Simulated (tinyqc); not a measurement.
# One-dimensional ballistic tunnel FET, two-band WKB: effects of single changes

A p-type source for x < 0 with its Fermi level at 0 and its valence edge at ds; in the channel the bands fall as D exp(-x/lam) towards their flat values, with the conduction edge at Ec = ds - dP and D = dP + Eg. The gate moves dP one to one. The drain Fermi level lies at -Vd and the drain side reflects nothing. For w = E - Ec between 0 and dP an electron crosses the gap. Two-band dispersion with equal masses m: inside the gap kappa = sqrt(m u (1 - u/Eg)/C), u the distance from a band edge, C = hbar^2/(2 m0).

Values chosen for this exercise; band and dielectric values close to those of indium arsenide:
```
symbol,value,unit,meaning
T,77,K,temperature
Eg,0.347,eV,band gap
m,0.025,m0,band-edge mass of the two-band model
lam,5.1,nm,screening length of the source junction
ds,0.15,eV,source valence edge above the source Fermi level
Vd,0.5,V,drain bias
g,1,,number of degenerate subbands (spin apart)
dP,0.26,eV,tunnelling window Ev(source) - Ec(channel)
```

Constants: q = 1.602176634e-19 C, kB = 1.380649e-23 J/K, hbar = 1.054571817e-34 J s, h = 6.62607015e-34 J s, m0 = 9.1093837015e-31 kg, Vt = kB T/q, hbar^2/(2 m0) = 0.0380998212 eV nm^2. Results are converted to the units shown.

Each table varies one quantity; the others keep the values above.

## Effect of the screening length

S(w) = 2 lam int_0^Eg kappa(u) du/(w + Eg - u) = 2 pi lam sqrt(m/(C Eg)) [w + Eg/2 - sqrt(w (w + Eg))], T(w) = exp(-S). I = g (2 q^2/h) int_0^dP T(w) [f(E) - f(E + Vd)] dw, E = ds - dP + w, f(x) = 1/(1 + exp(x/Vt)). Swing = d(dP)/d(log10 I).

Effect of the screening length:

| lam (nm) | T(w = dP) | I (uA) | swing (mV/decade) |
|---|---|---|---|
| 1 | 0.7312 | 4.122 | 204.7 |
| 2 | 0.5346 | 2.062 | 171.0 |
| 3 | 0.3909 | 1.059 | 146.5 |
| 4 | 0.2859 | 0.5554 | 128.2 |
| 5 | 0.2090 | 0.2963 | 113.9 |
| 6 | 0.1528 | 0.1603 | 102.6 |
| 7 | 0.1117 | 0.08767 | 93.38 |
| 8 | 0.08171 | 0.04841 | 85.74 |

Read the table: what changes, and by how much?

I falls from 4.12 to 0.0484 uA, on average 0.276 decades a nanometre; S is proportional to lam, and at w = dP it gives 0.136. The swing falls from 205 to 85.7 mV/decade. In 6 of the 8 rows S at w = dP is below 2, where a WKB prefactor of 1 is a rough guess.

## Transfer curve and swing

Same model as above.

Transfer curve and swing:

| dP (eV) | T(w = dP) | I (uA) | swing (mV/decade) |
|---|---|---|---|
| 0.011 | 0.004679 | 7.019e-13 | 10.04 |
| 0.016 | 0.006791 | 1.982e-12 | 12.05 |
| 0.025 | 0.01114 | 9.597e-12 | 14.01 |
| 0.039 | 0.01912 | 8.692e-11 | 15.02 |
| 0.06 | 0.03327 | 2.099e-9 | 15.26 |
| 0.092 | 0.05821 | 2.613e-7 | 15.28 |
| 0.14 | 0.09942 | 3.410e-4 | 16.18 |
| 0.22 | 0.1692 | 0.1022 | 74.11 |
| 0.33 | 0.2570 | 0.8420 | 185.9 |
| 0.51 | 0.3729 | 3.760 | 401.1 |

I rises from 7.02e-13 to 3.76 uA and the swing rises from 10.0 to 401 mV/decade. The thermionic limit is Vt ln 10 = 15.3 mV/decade; the swing stays under it up to dP = 0.06 eV among the rows, where I is 2.10e-9 uA, 5.6e-8 % of the last row. Leakage below the onset is not in the model. In 3 of the 10 rows S at w = dP is below 2, where a WKB prefactor of 1 is a rough guess.

## Effect of the band gap with the mass tied to it

Same model as above.

The mass follows the gap, m = 0.025 Eg/0.347 eV.

Result of one run:

| Eg (eV) | T(w = dP) | I (uA) | swing (mV/decade) |
|---|---|---|---|
| 0.54 | 0.03848 | 0.02069 | 86.73 |

What becomes of these results when the band gap Eg is changed from 0.54 to 0.71 eV, all else the same?

Result of the changed run:

| Eg (eV) | T(w = dP) | I (uA) | swing (mV/decade) |
|---|---|---|---|
| 0.71 | 0.006938 | 0.001783 | 73.07 |

The whole series:

| Eg (eV) | T(w = dP) | I (uA) | swing (mV/decade) |
|---|---|---|---|
| 0.2 | 0.5356 | 1.641 | 149.3 |
| 0.37 | 0.1695 | 0.2070 | 108.7 |
| 0.54 | 0.03848 | 0.02069 | 86.73 |
| 0.71 | 0.006938 | 0.001783 | 73.07 |
| 0.89 | 9.390e-4 | 1.185e-4 | 63.25 |
| 1.06 | 1.238e-4 | 8.422e-6 | 56.54 |
| 1.23 | 1.466e-5 | 5.607e-7 | 51.40 |
| 1.4 | 1.588e-6 | 3.537e-8 | 47.32 |

T(w = dP) falls from 0.536 to 1.59e-6 and I falls from 1.64 to 3.54e-8 uA; the swing falls from 149 to 47.3 mV/decade. With m/Eg fixed, S depends on the gap only through w + Eg/2 - sqrt(w (w + Eg)). For Eg = 0.2, 0.37 S at w = dP is below 2, where a WKB prefactor of 1 is a rough guess.

## Output curve

Same model as above.

Output curve:

| Vd (V) | I (uA) |
|---|---|
| 0.02 | 0.1008 |
| 0.09 | 0.2690 |
| 0.16 | 0.2785 |
| 0.24 | 0.2785 |
| 0.31 | 0.2785 |
| 0.38 | 0.2785 |
| 0.45 | 0.2785 |
| 0.53 | 0.2785 |
| 0.6 | 0.2785 |

I rises from 0.101 to 0.278 uA; it reaches 95 % of the last value at Vd = 0.09 V among the rows. The drain Fermi level passes the channel conduction edge at Vd = dP - ds = 0.110 V, after which the back flow dies out. The window dP is held fixed. In every row S at w = dP is below 2, where a WKB prefactor of 1 is a rough guess.

Computed by the program tinyqc: `OMP_NUM_THREADS=1 python tinyqc.py 2620049 2620050 out.jsonl`, one thread of a shared Intel Xeon 2.30GHz, about 0.01 s for the whole run.
